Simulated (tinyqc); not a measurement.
MOS inversion layer, Poisson-Schroedinger loop: two steps of the calculation.

Electrons confined at an insulator interface at z = 0, treated as a hard wall; parabolic valleys, Hartree approximation, no image or exchange terms. The depletion charge lies far deeper than the electrons and gives a uniform field q Nd/(eps0 eps_r); the gate balances all charge. Energies are counted from the band edge at the interface.

Inputs (values chosen for the exercise); masses and permittivity close to those of gallium nitride:
- eps_r = 9.45 (relative permittivity)
- mz1 = 0.202 m0 (mass along z of valley set A (1 valley(s)))
- Ns = 2.8e12 cm^-2 (sheet density of electrons)
- Nd = 1.4e11 cm^-2 (sheet density of depletion charge)
- a = 0.3 (mixing factor)

Constants: q = 1.602176634e-19 C, hbar = 1.054571817e-34 J s, m0 = 9.1093837015e-31 kg, eps0 = 8.8541878128e-14 F/cm where lengths are in cm, hbar^2/(2 m0) = 0.0380998212 eV nm^2. Results are converted to the units shown.

Problem 1. Density, output potential and mixing. n_i = sum_k N_k |psi_k|^2 (converted to cm^-3). Hartree part by Gauss: on the interval before node i the electrons still beyond are S_i = Ns - hz sum_(j<i) n_j, and U_i = U_(i-1) + q S_i hz/(eps0 eps_r) in eV, U_0 = 0 at the interface. Mixing: U(new) = U + a (U(out) - U).

| node | z (nm) | self-consistent potential U at the start (eV) | \|psi\|^2 of A1 (1/nm) | \|psi\|^2 of A2 (1/nm) |
|---|---|---|---|---|
| 1 | 1.2 | 0 | 0.01995508 | 0.02421158 |
| 2 | 2.4 | 0 | 0.06663945 | 0.06748023 |
| 3 | 3.6 | 0 | 0.11344762 | 0.08091458 |
| 4 | 4.8 | 0 | 0.13980924 | 0.05248211 |
| 5 | 6 | 0 | 0.13989318 | 0.01319771 |
| 6 | 7.2 | 0 | 0.11994550 | 0.00067671 |
| 7 | 8.4 | 0 | 0.09084241 | 0.02608377 |
| 8 | 9.6 | 0 | 0.06193611 | 0.07150908 |
| 9 | 10.8 | 0 | 0.03848470 | 0.10949678 |
| 10 | 12 | 0 | 0.02195434 | 0.12252411 |
| 11 | 13.2 | 0 | 0.01152308 | 0.10945405 |
| 12 | 14.4 | 0 | 0.00552941 | 0.08039617 |
| 13 | 15.6 | 0 | 0.00236495 | 0.04801654 |
| 14 | 16.8 | 0 | 0.00083183 | 0.02156876 |
| 15 | 18 | 0 | 0.00017644 | 0.00532116 |

N_k (cm^-2): A1 1.9206808e12, A2 8.7931922e11

Find: n; U(out); U after round 1.

Solution 1.

| node | n (1e18 cm^-3) | U(out) (eV) | U after round 1 (eV) |
|---|---|---|---|
| 1 | 0.5962 | 0.06434 | 0.01930 |
| 2 | 1.8733 | 0.12703 | 0.03811 |
| 3 | 2.8905 | 0.18456 | 0.05537 |
| 4 | 3.1468 | 0.23412 | 0.07024 |
| 5 | 2.8030 | 0.27500 | 0.08250 |
| 6 | 2.3097 | 0.30816 | 0.09245 |
| 7 | 1.9742 | 0.33494 | 0.10048 |
| 8 | 1.8184 | 0.35628 | 0.10688 |
| 9 | 1.7020 | 0.37261 | 0.11178 |
| 10 | 1.4991 | 0.38424 | 0.11527 |
| 11 | 1.1838 | 0.39175 | 0.11752 |
| 12 | 0.8131 | 0.39598 | 0.11879 |
| 13 | 0.4676 | 0.39798 | 0.11939 |
| 14 | 0.2056 | 0.39868 | 0.11960 |
| 15 | 0.0502 | 0.39882 | 0.11965 |

Problem 2. Closed-form estimates. Triangular well: E_k = a_k (C F^2/mz)^(1/3), a_1 = 2.338107, a_2 = 4.087949, C = hbar^2/(2 m0), F in eV/nm. Fang-Howard (all electrons in the lowest level of set A): b^3 = 6 (mz1/C) q (Nd + 11 Ns/32)/(eps0 eps_r), centroid 3/b, level C b^2/(4 mz1) + (3/b) q (Nd + 11 Ns/16)/(eps0 eps_r). Use F = q (Nd + Ns)/(eps0 eps_r), the surface field, and F = q (Nd + Ns/2)/(eps0 eps_r).

Wanted: A1 with the surface field; A1 with Nd + Ns/2; A2 with Nd + Ns/2; b; Fang-Howard centroid; Fang-Howard level.

Solution 2.

A1 with the surface field = 0.1970 eV
A1 with Nd + Ns/2 = 0.1280 eV
A2 with Nd + Ns/2 = 0.2238 eV
b = 0.8757 1/nm
Fang-Howard centroid = 3.426 nm
Fang-Howard level = 0.1716 eV

Computed by the program tinyqc: `OMP_NUM_THREADS=1 python tinyqc.py 2160055 2160056 out.jsonl`, one thread of a shared Intel Xeon 2.30GHz, about 0.6 s for the whole run.
